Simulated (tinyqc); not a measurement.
Nanosheet or nanowire with hard walls, valleys of the Si type, step by step. Values are carried at full precision from step to step, so a last printed digit may differ when a step is redone from the rounded ones.

Six ellipsoidal valleys along the cube axes: inverse mass tensor w = 1/mt + (1/ml - 1/mt) a a^T with a the unit axis. Device axes: x along the channel, z = [001], y = z x x.

Constants: hbar^2/2m0 = 3.80998211 eV angstrom^2; hbar = 6.58211957e-16 eV s; e^2/h = 3.874045865e-05 S; kB = 8.617333262e-05 eV/K.

Parameters, chosen for this exercise (near those of Si; the results hold for these values, not for the real material): ml = 0.933 m0 (longitudinal mass); mt = 0.189 m0 (transverse mass); channel = 110 (transport direction x on a (001) wafer); W = 140 angstrom (width, along y); H = 38 angstrom (height, along z = [001]); dE = 0.078 eV (EF above the lowest subband edge); T = 77 K (temperature); g_all = 6 (number of valleys).

## Valley masses for a [110] channel

Rotate w into the device axes and group equal valleys (|w_yz| counts); order by w_zz, then w_yy. 1/m_x = w_xx - w_xc w_c^-1 w_cx with c the block (y, z).

Valleys:
```
group  valleys g    w_yy    w_zz  |w_yz|  m_x (m0)
A              2  5.2910  1.0718  0.0000    0.1890
B              4  3.1814  5.2910  0.0000    0.5610
```

The lightest transport mass, 0.189 m0, belongs to group A.

## One-dimensional subbands

Hard walls around a W x H rectangle. The block w_c of w in (y, z) confines; the transport mass follows from 1/m_x = w_xx - w_xc w_c^-1 w_cx. The cross-section problem c (w_yy ky^2 + 2 w_yz ky kz + w_zz kz^2), c = hbar^2/2m0, is solved in products sin(n pi y/W) sin(l pi z/H), n, l = 1 to 12; if w_yz = 0 the levels are c pi^2 (w_yy n^2/W^2 + w_zz l^2/H^2). The w_yz term couples (n, l) to (n', l') by -2 c w_yz D_nn'(W) D_ll'(H) with D_nm(L) = 4 n m/(L (n^2 - m^2)) for n + m odd and 0 otherwise.

The ten lowest levels of all groups together, numbered within each group.

Subbands:
```
label  valleys g  m_x (m0)  E (eV)
A1             2    0.1890  0.0381
A2             2    0.1890  0.0685
A3             2    0.1890  0.1193
A4             2    0.1890  0.1218
B1             4    0.5610  0.1439
A5             2    0.1890  0.1522
B2             4    0.5610  0.1622
A6             2    0.1890  0.1903
B3             4    0.5610  0.1927
A7             2    0.1890  0.2030
```

The lowest subband is A1; the number of further ones in the list within kB T = 6.6 meV of it at 77 K is 0.

## Modes, density and velocity at zero temperature

With EF = E_lowest + dE, each subband below EF has k_F = sqrt(m_x (EF - E)/c), carries n = 2 g k_F/pi electrons per length (spin included), moves at v = 2 c k_F/(hbar m_x) and adds 2 g e^2/h to the ballistic conductance; c = hbar^2/2m0, 1 angstrom/s = 1e-8 cm/s.

Occupied subbands:
```
label  k_F (1/angstrom)  n (1/nm)  v (1e7 cm/s)
A1               0.0622     0.792          3.81
A2               0.0486     0.618          2.97
```

total n = 1.410 1/nm
ballistic conductance = 309.9 microsiemens

EF lies below the last listed level, so the count is complete for these valleys (other families, and non-parabolicity above about 0.2 eV, are left out): 2 subbands with 4 valley modes. The Fermi velocity, averaged with the densities as weights, is 3.44 x 1e7 cm/s; the mean over all filled states moving one way is half of it.

## Threshold shift from confinement

Without degeneracy the line density is N1 exp((EF - Ec)/kB T) with N1 = sum 2 g sqrt(m_x kB T/(4 pi c)) exp(-E/kB T), here over n, l up to 80 where w_yz = 0 and over all levels of a 12 x 12 sine basis otherwise; the classical value is W H Nc with Nc = 2 g_all (m_dos kB T/(4 pi c))^(3/2), m_dos = (ml mt^2)^(1/3); dVt = kB T ln(W H Nc/N1).

Form N1, W H Nc and dVt.

N1 = 0.0006673 1/nm
W H Nc = 0.1901 1/nm
dVt = 37.5 mV

## Checks

- Lowest level of group A on a 40 x 40 difference grid against the sine basis, eV: both 0.038.

(tinyqc, `OMP_NUM_THREADS=1 python tinyqc.py 1250778 1250779 out.jsonl`, Intel(R) Xeon(R) Processor @ 2.30GHz, 1 thread, shared host, about 0.02 s.)
